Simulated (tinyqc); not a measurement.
Non-radiative capture by multiphonon emission, one effective mode. Changing the temperature T. Computed by tinyqc, a small Python program. Command: `OMP_NUM_THREADS=1 python tinyqc.py 3029979 3029980 out.jsonl capture sweep`. One thread of a shared host (Intel(R) Xeon(R) Processor @ 2.30GHz), about 0.04 s of CPU time with the checks.

The initial state (free carrier plus empty centre) lies dE above the final state; both have the same frequency and are displaced by dQ.

Inputs (values chosen for the exercise, with mass, screening and phonons like those of beta-Ga2O3):
```
quantity                     value                   unit
energy released dE            0.54                     eV
phonon energy hbar omega      28.5                    meV
Huang-Rhys factor S           2.08                      -
electron-phonon coupling W  0.0031  eV/(u^(1/2) angstrom)
cell volume V                 1420             angstrom^3
degeneracy g                     2                      -
broadening b                    18                    meV
carrier mass m                   3                    m_0
dielectric constant eps       10.4                      -
defect density N_t           1e+16                  cm^-3
```

Centre: attractive.

Constants: hbar^2/u = 4.18015928e-03 eV angstrom^2; k_B = 8.617333262e-05 eV/K; hbar = 6.582119569e-16 eV s; Ry = 13.605693123 eV; k_B = 1.380649e-23 J/K; m_0 = 9.1093837015e-31 kg.

Method:
- dQ = sqrt(2 S (hbar^2/u)/hbar omega); relaxation energy lambda = S hbar omega; phonons needed P = dE/hbar omega; classical barrier E_b = (dE - lambda)^2/(4 lambda); occupation n = 1/(exp(hbar omega/k_B T) - 1).
- Huang-Rhys weight for a net emission of p phonons: L_p = exp(-S (2n + 1)) ((n + 1)/n)^(p/2) I_p(2 S sqrt(n (n + 1))), I_p the modified Bessel function.
- M_p = sum_m w_m <m_i|Q|(m + p)_f>^2 with Q counted from the final minimum and Boltzmann weights w_m for m = 0..24; <m_i|Q|k_f> = sqrt((hbar^2/u)/(2 hbar omega)) [sqrt(k) <m|k-1> + sqrt(k+1) <m|k+1>], with overlaps of oscillators displaced by d = sqrt(2 S) summed on 1500 points from -16 to 16 + d.
- The delta function is a Gaussian of standard deviation b at dE - p hbar omega.
- C_0 = V (2 pi/hbar) g W^2 sum_p M_p Gaussian_p. The sum runs over the seven p from round(P) - 3 to round(P) + 3; 1 angstrom^3 = 1e-24 cm^3.
- Sommerfeld factor of an attractive centre: s(k) = 2 pi nu/(1 - exp(-2 pi nu)), nu = sqrt(Ry*/E), Ry* = Ry m/eps^2, averaged over (2/sqrt(pi)) sqrt(x) exp(-x) dx with x = E/k_B T = t^2 (trapezoid, t to 6 in steps of 0.01).
- C = s C_0; v = sqrt(3 k_B T/m); sigma = C/v; tau = 1/(C N_t).

One run for each value:
```
temperature T (K)  capture coefficient C (cm^3/s)  C_0 (cm^3/s)  Sommerfeld factor s  cross-section sigma (cm^2)
60                                      2.820e-17     4.655e-19                60.57                   9.350e-24
120                                     4.743e-17     1.107e-18                42.83                   1.112e-23
160                                     1.078e-16     2.907e-18                37.09                   2.189e-23
220                                     4.428e-16     1.400e-17                31.63                   7.668e-23
310                                     3.394e-15     1.274e-16                26.65                   4.952e-22
430                                     3.315e-14     1.465e-15                22.63                   4.106e-21
```

Give the missing row, temperature T (K) = 83.

Computed row:
```
temperature T (K)  capture coefficient C (cm^3/s)  C_0 (cm^3/s)  Sommerfeld factor s  cross-section sigma (cm^2)
83                                      2.952e-17     5.733e-19                51.50                   8.324e-24
```

Interpolating between the two neighbouring rows (the first column on a logarithmic scale, the others too where they are positive) misses most in capture coefficient C (cm^3/s), by 22 %. Over the rows, capture coefficient C (cm^3/s) rises from 2.82e-17 to 3.31e-14 (exponent d ln y / d ln x 0.14 between the first rows and 7.0 between the last); C_0 (cm^3/s) rises from 4.66e-19 to 1.47e-15 (exponent d ln y / d ln x 0.64 between the first rows and 7.5 between the last); Sommerfeld factor s falls from 60.6 to 22.6 (exponent d ln y / d ln x about -0.50 throughout). The exponent of Sommerfeld factor s stays at -0.50: the attractive limit s = 4 sqrt(pi Ry*/k_B T). The classical barrier (dE - S hbar omega)^2/(4 S hbar omega) is 0.975 eV and hbar omega/k_B is 331 K; well below that temperature C_0 is the tunnelling rate from the lowest level. Left out: 600 (the run failed its checks).

Caution (all rows): the largest term is not the one nearest energy conservation, so C_0 depends strongly on the broadening b. Caution (all rows): the effective Bohr radius is under 10 angstrom, so the effective-mass Sommerfeld factor is rough.

Extremes, crossings and ranges named in words are read from the listed rows.
